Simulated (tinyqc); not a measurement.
# Two-step dopant diffusion (predeposition and drive-in) with a constant diffusivity, step by step

A worked calculation. Computed by tinyqc, a small Python program that keeps every step. Command: `OMP_NUM_THREADS=1 python tinyqc.py 3021778 3021779 out.jsonl dopdiff walk`. One thread of a shared host (Intel(R) Xeon(R) Processor @ 2.30GHz), about 0.07 s of CPU time with the checks. Intermediate numbers are printed to about 7 digits and carried at full precision; extremes and crossings named in words are read from the listed rows.

Fick diffusion into a half space x > 0 whose background doping C_B is of the opposite type, so that a junction lies where C = C_B.

Inputs (values chosen for the exercise, modelled on phosphorus in silicon): prefactor D0 = 4.56 cm^2/s; activation energy E = 3.69 eV; surface concentration C_s = 4.3e+19 1/cm^3; background doping C_B = 9.8e+14 1/cm^3; predeposition temperature T1 = 975 C; predeposition time t1 = 15 min; drive-in temperature T2 = 1100 C; drive-in time t2 = 480 min; mean mobility in the layer mu = 220 cm^2/(V s); ramp rate = 10 C/min; stand-by temperature = 700 C.

Furnace ramps of the drive-in: linear ramps.

Constants: k_B = 8.617333262e-05 eV/K; e = 1.602176634e-19 C.

## Diffusivities

D = D0 exp(-E/(k_B T)). Temperatures in kelvin are T(C) + 273.15. Times in seconds are 60 times the minutes.

D1 = 5.747625e-15 cm^2/s

D2 = 1.305603e-13 cm^2/s

product D1 t1 = 5.172862e-12 cm^2

## Thermal budget with ramps

One ramp between the stand-by temperature and T2 adds int D dT / rate (40-point Gauss-Legendre); the usual estimate counts it as an extra time k_B T2^2/(E rate) at T2. (Dt)2 = D2 t2 + two ramps, times in seconds.

budget of one ramp = 3.247100e-11 cm^2

estimated extra time of one ramp = 4.403343 min

drive-in budget (Dt)2 = 3.825079e-09 cm^2

The integral equals 4.15 min at T2, against the estimate 4.40 min; both ramps make 1.7 % of the budget.

## Predeposition

C = C_s erfc(x/(2 sqrt(D1 t1))); dose Q = 2 C_s sqrt(D1 t1/pi); the junction solves erfc(z) = C_B/C_s with x_j = 2 z sqrt(D1 t1).

dose Q = 1.103542e+14 1/cm^2

z = 2.995046

junction depth after predeposition = 0.1362382 um

## Drive-in as a Gaussian

With a sealed surface and a thin source, C = Q/sqrt(pi (Dt)2) exp(-x^2/(4 (Dt)2)); x_j = 2 sqrt((Dt)2 ln(C(0)/C_B)); gradient at the junction |dC/dx| = C_B x_j/(2 (Dt)2).

surface concentration C(0) (Gaussian) = 1.006686e+18 1/cm^3

junction depth x_j = 3.257328 um

gradient at the junction = 4.172701e+19 1/cm^4

The drive-in moves the junction from 0.136 to 3.26 um and lowers the surface value by a factor 42.7. Caution: C_s exceeds the intrinsic carrier density of silicon at the predeposition temperature (2e18 to 1e19 per cm^3), where real diffusivities rise with concentration and profiles turn box-like.

## Sheet resistance

Net dose Q_net = Q erf(x_j/(2 sqrt((Dt)2))) - C_B x_j; R_s = 1/(e mu Q_net), with every dopant ionised and one mobility.

net dose = 1.100134e+14 1/cm^2

sheet resistance R_s (Gaussian) = 257.8822 ohm/square

## Exact junction depth

Exact two-step profile: C = (2 C_s/pi) int_0^alpha exp(-beta (1 + u^2))/(1 + u^2) du with alpha = sqrt(D1 t1/(Dt)2), beta = x^2/(4 (D1 t1 + (Dt)2)). The integral takes 48 Gauss-Legendre points; solve C(x) = C_B.

exact junction depth = 3.258691 um

## Gaussian against the exact two-step profile

Gaussian: C = Q/sqrt(pi (Dt)2) exp(-x^2/(4 (Dt)2)). Depths are fractions of the Gaussian x_j.

Profiles:
```
x/x_j    x (um)  Gaussian (1/cm^3)  exact (1/cm^3)     ratio
0.0    0.000000       1.006686e+18    1.006232e+18  1.000451
0.2    0.651466       7.628289e+17    7.626758e+17  1.000201
0.4    1.302931       3.319151e+17    3.320973e+17  0.999451
0.6    1.954397       8.292652e+16    8.307577e+16  0.998204
0.8    2.605863       1.189670e+16    1.193898e+16  0.996459
1.0    3.257328       9.800000e+14    9.856986e+14  0.994219
1.2    3.908794       4.635454e+13    4.675257e+13  0.991486
```

With D1 t1/(Dt)2 = 0.0014, the Gaussian is 0.045 % high at the surface and 0.58 % low at its own junction; the exact junction lies at 3.259 um, 0.042 % deeper. The dose is the same, but the real source already has a width, which is negligible here.

Checks made by the program: exact profile against the direct convolution of the erfc with the Gaussian kernel (relative difference below 1e-10).
